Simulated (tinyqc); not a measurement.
Worked calculation: geometry relaxation of a small cluster. Computed by tinyqc, a small Python program that keeps every step. Command: `OMP_NUM_THREADS=1 python tinyqc.py 3028370 3028371 out.jsonl relax walk`. One thread of a shared host (Intel(R) Xeon(R) Processor @ 2.30GHz), about 0.01 s of CPU time with the checks. Intermediate numbers are printed to about 5 digits and carried at full precision; extremes and crossings named in words are read from the listed rows.

E = sum_(i<j) phi(r_ij), phi(r) = eps [exp(-2 alpha (r - r0)) - 2 exp(-alpha (r - r0))]; the force on i is -sum_j phi'(r_ij) (R_i - R_j)/r_ij.

Inputs (values chosen for the exercise, for model atoms): length r0 = 2.64 angstrom; well depth eps = 0.55 eV; stiffness alpha = 1.36 1/angstrom; step factor eta = 0.096 angstrom^2/eV; largest number of steps = 500.

Potential: Morse. Method: BFGS.

starting positions (angstrom), rows atom 1, atom 2, atom 3, atom 4, columns x, y, z:
$$\begin{pmatrix}
0.07 & 0.07 & -0.03 \\
2.8 & 0.09 & 0.21 \\
1.22 & 2.34 & -0.21 \\
1.33 & 0.62 & 2.15
\end{pmatrix}$$

## Energy and forces at the start

Evaluate E and the forces at the starting positions.

distances (angstrom): 1-2 2.7406, 1-3 2.5510, 1-4 2.5773, 2-3 2.7812, 2-4 2.4911, 3-4 2.9223

energy at the start = -3.1771 eV

forces (eV/angstrom), rows atom 1, atom 2, atom 3, atom 4, columns x, y, z:
$$\begin{pmatrix}
-0.00259 & -0.22295 & -0.09272 \\
-0.04604 & 0.08582 & -0.36751 \\
0.23269 & -0.17256 & 0.27965 \\
-0.18405 & 0.30969 & 0.18058
\end{pmatrix}$$

## The first two steps

BFGS: R(new) = R + B F with the inverse Hessian B = eta 1 at first; with s = R(new) - R, y = F - F(new), rho = 1/(y.s): B(new) = (1 - rho s y^T) B (1 - rho y s^T) + rho s s^T, skipped if y.s is not positive. No atom moves more than 0.3 angstrom a step (the whole step is scaled). Stop when the largest force component is below 1e-5 eV/angstrom.

positions after step 1 (angstrom), rows atom 1, atom 2, atom 3, atom 4, columns x, y, z:
$$\begin{pmatrix}
0.0698 & 0.0486 & -0.0389 \\
2.7956 & 0.0982 & 0.1747 \\
1.2423 & 2.3234 & -0.1832 \\
1.3123 & 0.6497 & 2.1673
\end{pmatrix}$$

energy after step 1 = -3.2203 eV

positions after step 2 (angstrom), rows atom 1, atom 2, atom 3, atom 4, columns x, y, z:
$$\begin{pmatrix}
0.0813 & -0.0250 & -0.0607 \\
2.7554 & 0.1296 & 0.0781 \\
1.3182 & 2.2636 & -0.0791 \\
1.2652 & 0.7518 & 2.1817
\end{pmatrix}$$

energy after step 2 = -3.2862 eV

## All steps

The formulas are those given above.

Course of the relaxation:
```
step   E (eV)  largest force (eV/angstrom)  force calls
0     -3.1771                   3.6751e-01            1
1     -3.2203                   2.5903e-01            2
2     -3.2862                   1.5403e-01            3
3     -3.2925                   1.0963e-01            4
4     -3.2994                   2.2459e-02            5
5     -3.2997                   1.9698e-02            6
6     -3.2999                   1.0311e-02            7
7     -3.3000                   3.7524e-03            8
8     -3.3000                   3.0516e-03            9
9     -3.3000                   1.1459e-03           10
10    -3.3000                   4.7344e-04           11
11    -3.3000                   1.4713e-04           12
12    -3.3000                   4.5925e-05           13
13    -3.3000                   1.5342e-05           14
14    -3.3000                   1.0211e-05           15
15    -3.3000                   2.8749e-06           16
```

final positions (angstrom), rows atom 1, atom 2, atom 3, atom 4, columns x, y, z:
$$\begin{pmatrix}
0.1074 & -0.0554 & -0.0694 \\
2.7400 & 0.0835 & 0.0715 \\
1.3048 & 2.2971 & -0.0263 \\
1.2678 & 0.7948 & 2.1442
\end{pmatrix}$$

final energy = -3.3 eV

steps = 15

largest force at the end = 2.8749e-06 eV/angstrom

Converged in 15 steps.

## Curvatures at the end

Hessian at the final positions by central differences of the forces; six eigenvalues vanish (translations and rotations). Steepest descent is stable for eta below 2/lambda_max and contracts the softest mode by 1 - eta lambda_min a step.

non-zero eigenvalues (eV/angstrom^2): [2.0346, 2.0346, 4.0691, 4.0691, 4.0691, 8.1383]

condition number = 4.0000

largest stable eta = 0.24575 angstrom^2/eV

contraction of the softest mode = 0.80468

All are positive, so the end point is a minimum.

## Four methods from the same start

Steepest descent: R(new) = R + eta F. Conjugate gradient (Polak-Ribiere): d = F + beta d(old), beta = max(0, F.(F - F(old))/|F(old)|^2), d = F at first; step length from one secant, s = eta (F.d)/(F.d - F(R + eta d).d), replaced by eta if that is not positive; R(new) = R + s d. FIRE with unit mass: if F.v > 0, v = (1 - a) v + a |v| F/|F|, and after more than 5 such steps in a row dt = min(1.1 dt, 5 dt0), a = 0.99 a; else v = 0, a = 0.1, and dt = dt/2 (not at the first step). Then v = v + dt F, R(new) = R + dt v. dt0 = sqrt(eta), a = 0.1 at first. In this comparison each method may take up to 1500 steps.

Cost:
```
method              steps  force calls  final E (eV)  calls to reach 1e-2
steepest descent       50           51       -3.3000                   19
conjugate gradient     11           23       -3.3000                   13
BFGS                   15           16       -3.3000                    8
FIRE                   80           81       -3.3000                   18
```

In force calls the order is BFGS (16), conjugate gradient (23), steepest descent (51), FIRE (81). All that converged end at the same energy. Near the minimum steepest descent multiplies the slowest mode by 0.805 in size a step, 11 steps a decade of force, at a condition number of 4.0. On this problem it beats FIRE in force calls.

Checks made by the program: forces against finite differences of E (relative difference 5e-10).
